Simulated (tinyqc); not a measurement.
# Strained Delta valleys, repopulation and conductivity mass, step by step

tinyqc, about 0.01 s, one thread, Intel Xeon 2.30GHz (shared host): `OMP_NUM_THREADS=1 python tinyqc.py 2530163 2530164 out.jsonl` Printed values are rounded.

A cubic crystal with three pairs of conduction valleys along x, y and z under uniaxial stress X along [100] (X > 0 is tension); current along [010]. Non-degenerate electrons, fixed total density, one relaxation time for all valleys and stresses, masses unchanged by strain, so the mobility goes as the mean inverse mass.

Inputs (values chosen for the exercise); values close to those of silicon: temperature T = 300 K; compliance s11 = 7.82 1/TPa; compliance s12 = -2.12 1/TPa; compliance s44 = 12.5 1/TPa; shear deformation potential Xu = 8.72 eV; longitudinal mass ml = 0.924 m0; transverse mass mt = 0.196 m0; uniaxial stress (tension positive) X = 1800 MPa.

Constants: q = 1.602176634e-19 C, kB = 1.380649e-23 J/K, Vt = kB T/q. Results are converted to the units shown.

## Strain tensor

Stress s_ij = X a_i a_j with a the unit vector along [100]; strain e_ii = s11 s_ii + s12 (s_jj + s_kk), e_ij = s44 s_ij/2.

strain (%):
```
         x         y         z
x  1.40760   0.00000   0.00000
y  0.00000  -0.38160   0.00000
z  0.00000   0.00000  -0.38160
```

## Valley shifts and shares

Valley shift dE = Xu (n.e.n - trace(e)/3) with n the valley axis; share f proportional to exp(-dE/Vt).

dE, valley x to z (meV): [104.012, -52.006, -52.006]
share f, valley x to z: [0.001195, 0.499402, 0.499402]

The splitting is 156 meV, 6.0 Vt.

## Conductivity mass and mobility

Inverse mass along the current d = [010]: (n.d)^2/ml + (1 - (n.d)^2)/mt; mu/mu0 = sum f (1/m) over the plain mean of 1/m.

1/m along d, valley x to z (1/m0): [5.10204, 1.08225, 5.10204]
conductivity mass = 0.323149 m0
unstrained value = 0.265808 m0
mu/mu0 = 0.822556

The possible range, all electrons in one kind of valley, is 0.288 to 1.36.
